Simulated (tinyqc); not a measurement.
Mesh: mean-field antiferromagnet of the Hubbard model on the simple cubic lattice.

e(k) = -2 t (cx + cy + cz) - 4 t2 (cx cy + cy cz + cz cx), ci = cos ki; one electron a site; Q = (pi, pi, pi). <n_up - n_dn> = m cos(Q.R) gives Delta = U m/2 and bands E = e+ -/+ sqrt(e-^2 + Delta^2), e+- = (e(k) +- e(k + Q))/2 (the constant U/2 is dropped). Means run over the mesh k_i = 2 pi (j + 1/2)/N of the whole zone: mu from mean(f(E-) + f(E+)) = 1; m(out) = mean of Delta (f(E-) - f(E+))/sqrt(e-^2 + Delta^2); free energy per site F = -kT mean[ln(1 + exp(-(E- - mu)/kT)) + ln(1 + exp(-(E+ - mu)/kT))] + mu + U m^2/4.

Constants: kB = 8.617333262e-05 eV/K.

Inputs chosen for the exercise: t = 0.9 eV (nearest hopping); t2 = 0 eV (second hopping); U = 6.63 eV (on-site repulsion); T = 600 K.

Start m = 0.9, at most 400 steps.

Results:
```
N        m  Delta (eV)
4   0.8257      2.7373
6   0.8307      2.7539
8   0.8306      2.7534
12  0.8306      2.7534
16  0.8306      2.7534
```

What can be read from this table?

m spans 0.8257 to 0.8307; it stays within 0.002 of the last value from N = 6 on. The level spacing across the Fermi surface, about 4 pi t/N, should fall below the larger of Delta = 2.753 eV and kT, a rough rule that asks for N above about 4.1.

Computed by tinyqc, a small Python program: `OMP_NUM_THREADS=1 python tinyqc.py 1681028 1681029 out.jsonl` (the numbers bound the seed that draws the inputs); one thread of a shared host (Intel(R) Xeon(R) Processor @ 2.30GHz), about 0.09 s for the whole set of steps.
